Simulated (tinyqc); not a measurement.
# Inverter chain driving a load

N inverters, each f = Hc^(1/N) times larger than the one before: delay tau N (f + pp). Switched capacitance in units of the first input, with output capacitance pp times the input: Hc + (1 + pp)(Hc - 1)/(f - 1).

Parameters, values chosen for the exercise:
- Hc = 720 (load over the input capacitance of the chain)
- pp = 1.5 (parasitic delay of an inverter)
- tau = 7.9 ps (delay unit)

Inverter chain driving a load:
```
N      f  delay (ps)  switched capacitance
2  26.83       447.7                 789.6
3  8.963       248.0                 945.7
4  5.180       211.1                  1150
5  3.728       206.5                  1379
6  2.994       213.0                  1622
7  2.560       224.5                  1872
8  2.276       238.6                  2129
9  2.077       254.3                  2389
```

What does the comparison show?

The delay goes from 448 through a minimum of 207 (at N = 5 among the rows listed) to 254 ps. The best stage effort solves pp + rho (1 - ln rho) = 0, rho = 3.97, which gives N = ln Hc/ln rho = 4.77. One stage fewer than the best costs 2.2 % in delay and saves 17 % of the switched capacitance.

tinyqc, about 0.01 s, one thread, Intel Xeon 2.30GHz (shared host): `OMP_NUM_THREADS=1 python tinyqc.py 2082143 2082144 out.jsonl`
